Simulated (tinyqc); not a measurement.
Ellipsometry and reflectance of a transparent film on an absorbing substrate: two steps of the calculation.

Air (index 1), film, substrate with N2 = n2 - i k2; time factor exp(+i w t). q_j = sqrt(N_j^2 - sin^2 th), root with positive real part. Fresnel coefficients r_s = (q_a - q_b)/(q_a + q_b), r_p = (N_b^2 q_a - N_a^2 q_b)/(N_b^2 q_a + N_a^2 q_b). tan(Psi) exp(i Delta) = R_p/R_s, Delta taken from 0 to 360 degrees.

Inputs (values chosen for the exercise); indices close to those of silicon nitride on silicon: wavelength lam = 546.1 nm; angle of incidence th = 70 degrees; index of the transparent film n1 = 2.018; film thickness d = 71 nm; index of the substrate n2 = 4.086; extinction coefficient of the substrate k2 = 0.031.

Problem 1. Interface coefficients and thickness period. q0, q1, q2 and the coefficients r01 and r12 for p and s; the results repeat in d with the period lam/(2 q1).

Wanted: q0; q1; q2; r01,p; r01,s; r12,p; r12,s; period.

Solution 1.

q0 = 0.3420
q1 = 1.786
q2 = 3.976-0.032i
r01,p = -0.1237
r01,s = -0.6785
r12,p = 0.2961-0.0033i
r12,s = -0.3802+0.0034i
period = 152.9 nm

Problem 2. Psi, Delta and reflectances. beta = 2 pi d q1/lam, X = exp(-2 i beta), R = (r01 + r12 X)/(1 + r01 r12 X) for p and s.

q1 = 1.7858616
r01,p = -0.12365038
r01,s = -0.67853464
r12,p = 0.29608924-0.00326758i
r12,s = -0.38018054+0.00342631i

Find: beta; X; R_p; R_s; Psi; Delta; |R_p|^2; |R_s|^2.

Solution 2.

beta = 1.459 rad
X = -0.9750-0.2220i
R_p = -0.3992-0.0574i
R_s = -0.4163+0.0778i
Psi = 43.60 degrees
Delta = 18.76 degrees
|R_p|^2 = 0.1627
|R_s|^2 = 0.1793

The bare substrate gives Psi = 12.01 and Delta = 178.97 degrees.

tinyqc, about 0.01 s, one thread, Intel Xeon 2.30GHz (shared host): `OMP_NUM_THREADS=1 python tinyqc.py 2870147 2870148 out.jsonl`
